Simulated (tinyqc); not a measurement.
# Worked calculation: thin-film transistor with exponential tail and deep states, accumulation layer

tinyqc, about 0.01 s, one thread, Intel Xeon 2.30GHz (shared host): `OMP_NUM_THREADS=1 python tinyqc.py 2610026 2610027 out.jsonl` Printed values are rounded.

An undoped film in accumulation, thicker than the space-charge layer. With band bending psi the Fermi level lies E0 - psi below the band edge. Free electrons n = n0 exp(psi/Vt) carry the current; electrons in two exponential distributions of traps, a = a0 exp(psi/Va) and d = d0 exp(psi/Vp), do not. Linear regime, ohmic contacts, traps in equilibrium.

Values chosen for this exercise; values close to those of an organic semiconductor: temperature T = 270 K; relative permittivity of the semiconductor eps_r = 3.2; density of extended states Nc = 1.3e20 cm^-3; band mobility mb = 2.6 cm^2/(V s); total density of tail states Nt = 8.6e19 cm^-3; characteristic temperature of the tail Tt = 470 K; total density of deep states Nd = 2.9e17 cm^-3; characteristic temperature of the deep states Td = 970 K; bulk Fermi level below the band edge E0 = 0.41 eV; gate capacitance Ci = 12 nF/cm^2; ratio W/L WL = 10; drain voltage Vd = 0.05 V; gate voltage above flat band Vg = 24 V.

Constants: q = 1.602176634e-19 C, kB = 1.380649e-23 J/K, Vt = kB T/q, eps0 = 8.8541878128e-14 F/cm where lengths are in cm. Results are converted to the units shown.

Range of the model: The th form assumes a Fermi level far below the band edge; at the surface it overcounts the filled tail by a factor of about 1.2.

## Bulk densities

Va = kB Tt/q, Vp = kB Td/q; n0 = Nc exp(-E0/Vt), a0 = Nt th(T/Tt) exp(-E0/Va), d0 = Nd th(T/Td) exp(-E0/Vp), th(x) = pi x/sin(pi x).

Va = 0.04050147 V
Vp = 0.08358813 V
th(T/Tt) = 1.855285
n0 = 2.890326e12 cm^-3
a0 = 6.404819e15 cm^-3
d0 = 2.449153e15 cm^-3

## Iteration 1: surface potential by Newton steps

psi at the start = 0.46 V

Va = kB Tt/q, Vp = kB Td/q. G(psi) = sum over the three kinds of c0 [V (exp(psi/V) - 1) - psi], field F = sqrt(2 q G/(eps0 eps_r)); Vg = psi + eps0 eps_r F/Ci at the surface. f = psi + eps0 eps_r F/Ci - Vg, f' = 1 + q rho/(Ci F) with rho = sum c0 (exp(psi/V) - 1); psi(new) = psi - f/f'.

F = 7382.791 kV/cm
f = 150.7763 V
f' = 3009.984
psi after iteration 1 = 0.4099079 V

## Iteration 2: surface potential by Newton steps

As before.

F = 3274.999 kV/cm
f = 53.73645 V
f' = 1179.192
psi after iteration 2 = 0.3643374 V

## Course of the iteration: surface potential by Newton steps

Stop when psi changes by less than 1e-10 V, or after 30 iterations. psi must stay between 0 and 5 V.

Course of the iteration:

| iteration | psi (V) | \|change\| (V) |
|---|---|---|
| 1 | 0.4099079 | 0.0501 |
| 2 | 0.3643374 | 0.0456 |
| 3 | 0.3349311 | 0.0294 |
| 4 | 0.3261092 | 8.82e-3 |
| 5 | 0.3255018 | 6.07e-4 |
| 6 | 0.3254992 | 2.63e-6 |
| 7 | 0.3254992 | 4.88e-11 |

Converged in 7 iterations. At the end the number of correct digits about doubles with each step.

## Free and total charge, current

psi_s = 0.3254992 V

Va = kB Tt/q, Vp = kB Td/q. G(psi) = sum over the three kinds of c0 [V (exp(psi/V) - 1) - psi], field F = sqrt(2 q G/(eps0 eps_r)); Vg = psi + eps0 eps_r F/Ci at the surface. Total charge Q = Ci (Vg - psi_s); free charge Qf = q times the integral of n0 (exp(psi/Vt) - 1)/F over psi from 0 to psi_s; I = (W/L) mb Qf Vd; effective mobility mb Qf/Q.

surface densities (cm^-3): free 3.440840e18, tail 1.980673e19, deep 1.202805e17
Q = 284.0940 nC/cm^2
Qf = 18.26105 nC/cm^2
effective mobility = 0.1671233 cm^2/(V s)
I = 23.73936 nA

6.43 % of the induced charge is free, against 14.7 % of the electrons right at the surface.
